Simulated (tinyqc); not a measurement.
One-dimensional ballistic tunnel FET, two-band WKB: one step of the calculation.

A p-type source for x < 0 with its Fermi level at 0 and its valence edge at ds; in the channel the bands fall as D exp(-x/lam) towards their flat values, with the conduction edge at Ec = ds - dP and D = dP + Eg. The gate moves dP one to one. The drain Fermi level lies at -Vd and the drain side reflects nothing. For w = E - Ec between 0 and dP an electron crosses the gap. Two-band dispersion with equal masses m: inside the gap kappa = sqrt(m u (1 - u/Eg)/C), u the distance from a band edge, C = hbar^2/(2 m0).

Question. Current on a coarse grid. S(w) = 2 lam int_0^Eg kappa(u) du/(w + Eg - u) = 2 pi lam sqrt(m/(C Eg)) [w + Eg/2 - sqrt(w (w + Eg))], T(w) = exp(-S). I = g (2 q^2/h) int_0^dP T(w) [f(E) - f(E + Vd)] dw, E = ds - dP + w, f(x) = 1/(1 + exp(x/Vt)). Simpson's rule on nE equally spaced points.

Parameters, values chosen for the exercise; band and dielectric values close to those of indium arsenide:
- T = 350 K (temperature)
- Eg = 0.345 eV (band gap)
- m = 0.028 m0 (band-edge mass of the two-band model)
- lam = 2.7 nm (screening length of the source junction)
- ds = 0.13 eV (source valence edge above the source Fermi level)
- Vd = 0.1 V (drain bias)
- g = 1 (number of degenerate subbands (spin apart))
- dP = 0.23 eV (tunnelling window Ev(source) - Ec(channel))
- nE = 13 (points of the energy grid)

Constants: q = 1.602176634e-19 C, kB = 1.380649e-23 J/K, hbar = 1.054571817e-34 J s, h = 6.62607015e-34 J s, m0 = 9.1093837015e-31 kg, Vt = kB T/q, hbar^2/(2 m0) = 0.0380998212 eV nm^2. Results are converted to the units shown.

Wanted: w; T(w); difference of the f; I.

Answer.

```
point	w (eV)	T(w)	difference of the f
0	0.00000	0.013966	0.46496
1	0.01917	0.068763	0.58957
2	0.03833	0.10874	0.66631
3	0.05750	0.14543	0.67425
4	0.07667	0.17951	0.61134
5	0.09583	0.21124	0.49446
6	0.11500	0.24082	0.35656
7	0.13417	0.26844	0.23208
8	0.15333	0.29425	0.13960
9	0.17250	0.31840	0.079613
10	0.19167	0.34104	0.043947
11	0.21083	0.36229	0.023809
12	0.23000	0.38227	0.012765
```

I = 0.99840 uA

Range of the model: Where S is below about 2 the WKB prefactor of 1 is a rough guess.

tinyqc, about 0.01 s, one thread, Intel Xeon 2.30GHz (shared host): `OMP_NUM_THREADS=1 python tinyqc.py 2620043 2620044 out.jsonl`
